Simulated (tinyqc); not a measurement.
Rapid thermal processing of a wafer: radiative balance, ramp and cooling, pattern effects, pyrometer error and spike budget: one step, computed by the program tinyqc. Command: `OMP_NUM_THREADS=1 python tinyqc.py 3111520 3111521 out.jsonl rtp walk`. One thread of a shared host (Intel(R) Xeon(R) Processor @ 2.30GHz), about 0.04 s of CPU time with the checks.

The wafer is opaque and uniform through its thickness unless said otherwise; temperatures in formulas are in kelvin (C + 273.15). sigma = 5.670374419e-12 W/(cm^2 K^4).

Problem. Power to hold and to ramp. Effective emissivity between parallel grey plates: eps_eff = 1/(1/eps + 1/(1 - r) - 1). Loss per area q(T) = 2 eps_eff sigma (T^4 - T_w^4) + h (T - T_w). Absorbed power during a ramp = q(T) + C d x ramp rate; thermal time constant tau = C d/(dq/dT), dq/dT = 8 eps_eff sigma T^3 + h; natural cooling rate q/(C d); front-to-back difference under one-sided heating at the end of the ramp = (absorbed power) d/(2 k).

Inputs (values chosen for the exercise, modelled on a hot silicon wafer): wafer thickness d = 775 micrometre; heat capacity per volume C = 2.08 J/(cm^3 K); thermal conductivity k = 0.23 W/(cm K); emissivity eps of each face = 0.55; reflectivity of the chamber walls r = 0.68; gas heat-transfer coefficient h, both faces together = 3 mW/(cm^2 K); wall temperature T_w = 300 K; process temperature = 862 C; ramp rate = 240 K/s.

Give: eps_eff; holding power q; power at the end of the ramp; dq/dT; time constant tau; natural cooling rate; front-to-back difference.

Solution.

eps_eff = 0.2536

holding power q = 7.258 W/cm^2

power at the end of the ramp = 45.95 W/cm^2

dq/dT = 19.83 mW/(cm^2 K)

time constant tau = 8.130 s

natural cooling rate = 45.02 K/s

front-to-back difference = 7.741 K

Radiation carries 65 % of the loss. The ramp needs 6.3 times the holding power.
